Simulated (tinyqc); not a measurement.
Space-charge-limited current with shallow traps: one step of the calculation.

One carrier type, drift only, an injecting contact at x = 0 (zero field) and thickness L. The share th = y/(1 + y), y = (Nc/Nt) exp(-Et/kB T), of the injected charge is free: J = q mu n F, eps0 eps_r dF/dx = q (n - n0)/th.

Question. The exact current. Exact: with u = n0/n(L), w = -u - ln(1 - u) and v = -u - u^2/2 - ln(1 - u), V = (q n0 L^2/(th eps0 eps_r)) v/w^2 and J = q^2 n0^2 mu L/(th eps0 eps_r w). v/w^2 falls steadily with u, so u follows by bisection.

Inputs (values chosen for the exercise):
- T = 250 K (temperature)
- eps_r = 4 (relative permittivity)
- mu = 0.039 cm^2/(V s) (mobility)
- L = 75 nm (thickness)
- Nc = 1.2e19 cm^-3 (band density of states)
- Nt = 1.9e18 cm^-3 (trap density)
- Et = 0.25 eV (trap depth)
- n0 = 1.6e12 cm^-3 (free carrier density in equilibrium)
- V = 6 V (voltage)

Constants: q = 1.602176634e-19 C, kB = 1.380649e-23 J/K, Vt = kB T/q, eps0 = 8.8541878128e-14 F/cm where lengths are in cm. Results are converted to the units shown.

Give: v/w^2; u; w; J; exit field over V/L.

Answer.

v/w^2 = 8.492
u = 0.1436
w = 0.01142
J = 0.08247 A/cm^2
exit field over V/L = 1.481

J is 2.3 % below the plain sum of the two limits; the exit field lies between the ohmic 1 and the Mott-Gurney 1.5.

Range of the model: Diffusion and a field-dependent mobility are left out. With injecting contacts the diffusion current, about 4 pi^2 Vt th eps0 eps_r mu V/L^3, equals the Mott-Gurney current at V = 35 kB T/q (0.9 V at 300 K), so the drift-only result needs V well above that.

Computed by the program tinyqc: `OMP_NUM_THREADS=1 python tinyqc.py 2370172 2370173 out.jsonl`, one thread of a shared Intel Xeon 2.30GHz, about 0.01 s for the whole run.
